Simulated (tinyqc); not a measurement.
Quantum point contact as a saddle point with Zeeman splitting: one step of the calculation.

Potential V0 - m wx^2 x^2/2 + m wy^2 y^2/2; energies are counted from V0. Mode n = 0, 1, ... transmits T_n(E) = 1/(1 + exp(-2 pi (E - E_n)/wx)), E_n = wy (n + 1/2) +/- Ez/2 for the two spins, Ez = gs muB B, muB = q hbar/(2 m0); each spin carries q^2/h.

Task. Thermal average on a coarse grid. g(T) = int g(E) (-df/dE) dE = int g(mu + x kB T) dx/(4 cosh^2(x/2)), g(E) the zero-temperature value at E, g = G/(2 q^2/h). Simpson's rule on nE equally spaced x from -xm to xm.

Values chosen for this exercise: temperature T = 1.5 K; transverse quantum hbar wy wy = 1.7 meV; curvature of the barrier hbar wx wx = 0.87 meV; Fermi level above the saddle point mu = 4.11 meV; size of the g factor gs = 5.1; in-plane magnetic field B = 2 T; points of the energy grid nE = 15; half-range of the grid in kB T xm = 7.

Constants: q = 1.602176634e-19 C, kB = 1.380649e-23 J/K, hbar = 1.054571817e-34 J s, m0 = 9.1093837015e-31 kg, Vt = kB T/q. Results are converted to the units shown.

Wanted: x; E; g(E); weight; integral of the weight; g(T); g(T) divided by the integral of the weight.

Result.

```
point        x  E (meV)    g(E)   weight
0      -7.0000   3.2052  1.9671  0.00091
1      -6.0000   3.3344  1.9913  0.00247
2      -5.0000   3.4637  2.0085  0.00665
3      -4.0000   3.5930  2.0324  0.01766
4      -3.0000   3.7222  2.0790  0.04518
5      -2.0000   3.8515  2.1638  0.10499
6      -1.0000   3.9807  2.2816  0.19661
7       0.0000   4.1100  2.3977  0.25000
8       1.0000   4.2393  2.4926  0.19661
9       2.0000   4.3685  2.5852  0.10499
10      3.0000   4.4978  2.6980  0.04518
11      4.0000   4.6270  2.8182  0.01766
12      5.0000   4.7563  2.9098  0.00665
13      6.0000   4.8856  2.9619  0.00247
14      7.0000   5.0148  2.9884  0.00091
```

integral of the weight = 0.99885
g(T) = 2.3875
g(T) divided by the integral of the weight = 2.3903

Range of the model: Orbital effects of the in-plane field and interactions (such as the 0.7 feature) are left out.

Numbers from tinyqc (`OMP_NUM_THREADS=1 python tinyqc.py 2740123 2740124 out.jsonl`; about 0.05 s on one thread of a shared Intel Xeon 2.30GHz).
